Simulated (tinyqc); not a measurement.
Weakening the contact bond: metal-induced gap states at the contact of a metal chain and a two-band chain.

The semiconductor alternates sites A at -Eg/2 and C at +Eg/2 with hopping -t; the gap runs from -Eg/2 to Eg/2. In the gap cosh(q a) = 1 + (Eg^2/4 - E^2)/(2 t^2) and the amplitude changes by -exp(-q a) a period. The metal has site energy 0 and hopping -tm; its end site has g_m = (E - i sqrt(4 tm^2 - E^2))/(2 tm^2). Sites 1, 2, ... count into the semiconductor, with energies e1, e2 alternating. The clean half chain has g1 = 1/(E - e1 - t^2 g2), g2 = 1/(E - e2 - t^2 g1), decaying root. With the contact G11 = 1/(1/g1 - tc^2 g_m), and the density on site j is -Im G_jj/pi = |psi_j/psi_1|^2 (-Im G11/pi), per spin, with psi_2/psi_1 = -t g2, psi_3/psi_2 = -t g1.

Constants: e^2/(4 pi eps0) = 14.39964547 eV angstrom.

Inputs chosen for the exercise (gap and optical dielectric constant near those of Si; the chain itself is a model; shifted at random, so the results belong to these values and not to a real crystal):

| symbol | value | unit | meaning |
|---|---|---|---|
| Eg | 1.12 | eV | gap |
| t | 2.72 | eV | hopping in the semiconductor |
| tm | 2.05 | eV | hopping in the metal |
| end | A |  | site that touches the metal |
| a | 3.84 | angstrom | period (two sites); one chain for each area a^2 |
| eps | 11.7 |  | dielectric constant |
| E | -0.06 | eV | energy from mid-gap |

At the given E, tc is varied, as by a thin spacer. xi = 1/(2q), N = 2 (summed density)/a^2, S = 1/(1 + 4 pi e^2 N xi/eps) with xi and eps kept.

Against tc:

| tc (eV) | D1 (1/eV) | summed density (1/eV) | S |
|---|---|---|---|
| 0.10 | 0.00021 | 0.00105 | 0.9798 |
| 0.25 | 0.00133 | 0.00655 | 0.8857 |
| 0.50 | 0.00529 | 0.02611 | 0.6602 |
| 0.80 | 0.01335 | 0.06597 | 0.4347 |
| 1.20 | 0.02841 | 0.14038 | 0.2655 |
| 1.80 | 0.05060 | 0.24997 | 0.1687 |
| 2.50 | 0.05757 | 0.28442 | 0.1514 |
| 3.50 | 0.04372 | 0.21600 | 0.1902 |

What can be read from this table?

For a weak bond the density goes as tc^2 (ratio 6.25 between 0.25 and 0.1 eV, against 6.25). It is largest at tc = 2.5 eV among these rows and falls beyond, as the first site pairs off with the metal. S is 0.980 at 0.1 eV and has its least value, 0.151, in that row.

Run: tinyqc, `OMP_NUM_THREADS=1 python tinyqc.py 1481987 1481988 out.jsonl`; Intel(R) Xeon(R) Processor @ 2.30GHz, one thread, shared host; about 0.01 s of CPU time with all checks.
